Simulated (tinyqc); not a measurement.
What each parameter does: Kronig-Penney superlattice by transfer matrices.

Wells (width a, potential 0, mass mw) alternate with barriers (width b, height V0, mass mb); period d = a + b; c = hbar^2/2m0. The vector (psi, psi'/m) is continuous, and a layer of thickness t carries it by M = [[cos kt, (m/k) sin kt], [-(k/m) sin kt, cos kt]] with k = sqrt(m (E - V)/c); for E < V, k = i kappa gives [[cosh, (m/kappa) sinh], [(kappa/m) sinh, cosh]] of kappa t. A Bloch state obeys cos(q d) = tr(Mb Mw)/2.

Constants: hbar^2/2m0 = 3.80998211 eV angstrom^2.

Inputs chosen for the exercise (near those of an InGaAs superlattice with barriers of InAlAs; shifted at random, so the results belong to these values and not to a real crystal): a = 49 angstrom (well width); b = 33 angstrom (barrier width); V0 = 0.544 eV (barrier height); mw = 0.0401 m0 (mass in the wells); mb = 0.0778 m0 (mass in the barriers).

Bottom and width of the first miniband, the gap above it, and m_z = -2 c f'/d^2 with f = tr M/2.

Results for these values:
```
case  bottom (eV)  width (meV)  gap (meV)  m_z (m0)
base       0.1227         15.8      333.4    0.1592
```

What happens to each result for mb = 0.0661 m0, all else kept?

Answer: bottom rises from 0.1227 to 0.1271; width rises from 15.8 to 21.0; gap falls from 333.4 to 324.5; m_z falls from 0.1592 to 0.1234.

The same for each parameter in turn:
```
case             bottom (eV)  width (meV)  gap (meV)  m_z (m0)
base                  0.1227         15.8      333.4    0.1592
a = 54 angstrom       0.1097         13.1      305.9    0.1696
b = 28 angstrom       0.1185         25.1      323.2    0.1191
V0 = 0.462 eV         0.1123         19.9      298.0    0.1306
mw = 0.0361 m0        0.1259         16.9      350.9    0.1489
mb = 0.0661 m0        0.1271         21.0      324.5    0.1234
```

Program tinyqc; command `OMP_NUM_THREADS=1 python tinyqc.py 1281733 1281734 out.jsonl`; about 0.08 s on one thread of a shared Intel(R) Xeon(R) Processor @ 2.30GHz.
